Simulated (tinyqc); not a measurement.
Stretching all distances: RHF, UHF, MP2, CISD and CCSD against full CI in the 6-31g basis, for H2, spin multiplicity 1. Computed by the program tinyqc with PySCF. 

Geometry (angstrom):

| atom | x | y | z |
|---|---|---|---|
| H | 0.0000 | 0.0000 | 0.0000 |
| H | 0.0000 | 0.0000 | 0.6810 |

All coordinates are multiplied by the scale. c0^2 is the weight of the RHF determinant in the lowest singlet FCI state (UHF is spin-contaminated and may lie near states of higher spin) and n(LUMO) the first natural occupation beyond the occupied space.

Full CI energy (hartree) and errors against it (kcal/mol):

| scale | distance 1-2 (angstrom) | E(FCI) | RHF | UHF | MP2 | CISD | CCSD | <S^2> UHF | c0^2 | n(LUMO) |
|---|---|---|---|---|---|---|---|---|---|---|
| 0.860 | 0.586 | -1.12698 | 13.570 | 13.570 | 3.739 | 0.000 | 0.000 | 0.000 | 0.990 | 0.014 |
| 1.050 | 0.715 | -1.15102 | 15.288 | 15.288 | 4.551 | 0.000 | 0.000 | 0.000 | 0.986 | 0.021 |
| 1.250 | 0.851 | -1.14598 | 17.319 | 17.319 | 5.644 | 0.000 | 0.000 | 0.000 | 0.981 | 0.034 |
| 1.440 | 0.981 | -1.12965 | 19.665 | 19.665 | 7.018 | 0.000 | 0.000 | 0.000 | 0.973 | 0.050 |
| 1.630 | 1.110 | -1.10969 | 22.578 | 22.578 | 8.801 | 0.000 | 0.000 | 0.000 | 0.962 | 0.072 |
| 1.820 | 1.239 | -1.08957 | 26.167 | 25.717 | 11.045 | 0.000 | 0.000 | 0.132 | 0.947 | 0.102 |
| 2.020 | 1.376 | -1.07002 | 30.748 | 25.210 | 13.934 | 0.000 | 0.000 | 0.419 | 0.926 | 0.144 |
| 2.210 | 1.505 | -1.05376 | 35.887 | 22.202 | 17.174 | 0.000 | 0.000 | 0.602 | 0.901 | 0.193 |
| 2.400 | 1.634 | -1.04003 | 41.770 | 18.286 | 20.851 | 0.000 | 0.000 | 0.727 | 0.871 | 0.252 |

UHF parts from RHF first at scale 1.82 of those listed, where <S^2> leaves zero. The weight c0^2 goes from 0.99 to 0.87 and n(LUMO) from 0.01 to 0.25: static correlation grows as the bonds break into open-shell fragments. The spread of the error along the curve, which distorts its shape, is CISD 0.0, CCSD 0.0, UHF 12.1, MP2 17.1, RHF 28.2 kcal/mol. With two electrons CISD and CCSD are exact.
